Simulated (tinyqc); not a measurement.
A particle near a wafer in liquid: double-layer and van der Waals forces (DLVO), deposition barrier and removal: one step, computed by the program tinyqc. Command: `OMP_NUM_THREADS=1 python tinyqc.py 3110281 3110282 out.jsonl dlvo walk`. One thread of a shared host (Intel(R) Xeon(R) Processor @ 2.30GHz), about 0.01 s of CPU time with the checks.

Sphere and flat wall, Derjaguin approximation, constant potentials in the linear-superposition form, no retardation and no hydration force.

Problem. Energy and force at one gap. U(h) = Z R exp(-kappa h) - A R/(6 h); F(h) = -dU/dh = kappa Z R exp(-kappa h) - A R/(6 h^2), positive for repulsion.

Inputs (values chosen for the exercise, of the order of those for silica on silica in water): particle radius R = 310 nm; Hamaker constant A = 4.8e-21 J; temperature T = 293 K; gap h = 11 nm.

Z = -9.653375 pN

kappa = 1.672825 1/nm

Constants: k_B = 1.380649e-23 J/K.

Give: double-layer energy; van der Waals energy; U(h); F(h).

Solution.

double-layer energy = -7.544e-06 k_B T

van der Waals energy = -5.573 k_B T

U(h) = -5.573 k_B T

F(h) = -2.050 pN
